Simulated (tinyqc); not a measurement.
Doping and flat-band voltage from two insulator thicknesses.

Inverse problem. A junctionless wire is fully depleted at VT = Vfb - q Nd R^2/(4 eps0 eps_r) - q Nd R^2 ln(1 + tox/R)/(2 eps0 eox). Find Nd and Vfb.

Inputs (values chosen for the exercise); material values close to those of germanium: relative permittivity of the semiconductor eps_r = 15.9; relative permittivity of the gate insulator eox = 3.9; wire radius R = 15 nm.

Constants: q = 1.602176634e-19 C, eps0 = 8.8541878128e-14 F/cm where lengths are in cm. Results are converted to the units shown.

VT at tox = 3.9 and 8.6 nm (V): -0.27934596  -0.66189078

Solution. The difference of the thresholds is proportional to Nd and holds no Vfb.

Nd = 3.30e18 cm^-3
Vfb = 0.330 V

tinyqc, about 0.01 s, one thread, Intel Xeon 2.30GHz (shared host): `OMP_NUM_THREADS=1 python tinyqc.py 2460120 2460121 out.jsonl`
